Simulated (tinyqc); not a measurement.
Smoothing against break-up: capillary instabilities by surface diffusion: grooving and agglomeration of films, edge retraction, wire break-up and smoothing of roughness. Computed by tinyqc, a small Python program. Command: `OMP_NUM_THREADS=1 python tinyqc.py 3018769 3018770 out.jsonl dewet walk`. One thread of a shared host (Intel(R) Xeon(R) Processor @ 2.30GHz), about 0.01 s of CPU time with the checks.

Isotropic surface energy; shapes change by surface diffusion alone.

Inputs (values chosen for the exercise, of the order of those of a cobalt film): surface energy gamma_s = 2.14 J/m^2; grain-boundary energy gamma_b = 0.77 J/m^2; atomic volume Omega = 11.1 angstrom^3; surface sites nu = 11 1/nm^2; prefactor D0 = 8.9e-06 m^2/s; activation energy Q = 1.61 eV; temperature T = 930 K; film thickness h = 4.5 nm; grain radius R = 22 nm; wire radius r = 23 nm; initial ripple over radius = 0.05; roughness wavelength lambda = 27 nm.

Grooves: at the surface only.

Constants: k_B = 8.617333262e-05 eV/K; k_B = 1.380649e-23 J/K.

Method:
- Groove angle beta: sin(beta) = gamma_b/(2 gamma). For circular grains of radius R with spherical caps the groove ends (measured from the mean surface) at the depth R g(beta), g = (2 - 3 cos beta + cos^3 beta)/(3 sin^3 beta). The film parts if R g(beta_s) > h.
- B = D_s nu gamma_s Omega^2/(k_B T), D_s = D0 exp(-Q/(k_B T)).
- A wire with r + A cos(k z) has dA/dt = (B/r^4) (kr)^2 [1 - (kr)^2] A: unstable for wavelengths above 2 pi r, fastest at kr = 1/sqrt 2 with the rate B/(4 r^4); break-up time about (4 r^4/B) ln(r/A0); each wavelength makes a sphere of radius (3 r^2 lambda_m/4)^(1/3).
- Roughness of wavelength lambda on a flat face decays as exp[-B (2 pi/lambda)^4 t]; the smoothing time is that for a factor e^3.

beta_s = 10.3643 degrees

Times (s); the last column is (h/(0.780 tan beta_s))^4/B:
```
T (K)  B (nm^4/s)   smoothing  wire break-up  groove to depth h
790    1.2682e+02  8.0661e+00     2.6441e+04         7.8075e+03
837    4.5169e+02  2.2647e+00     7.4240e+03         2.1921e+03
884    1.4013e+03  7.3001e-01     2.3930e+03         7.0661e+02
930    3.7888e+03  2.7000e-01     8.8507e+02         2.6134e+02
976    9.3055e+03  1.0993e-01     3.6036e+02         1.0641e+02
1023   2.1393e+04  4.7818e-02     1.5675e+02         4.6285e+01
1116   8.9835e+04  1.1387e-02     3.7327e+01         1.1022e+01
```

What does the comparison show, and why?

All times share 1/B, so their ratios do not depend on T: break-up over smoothing is 3300. An anneal can smooth this roughness well before the wire breaks. Smoothing is safe for lambda well below 2 pi r, above which a ripple along the wire grows instead. B spans 2.9 decades over these rows.
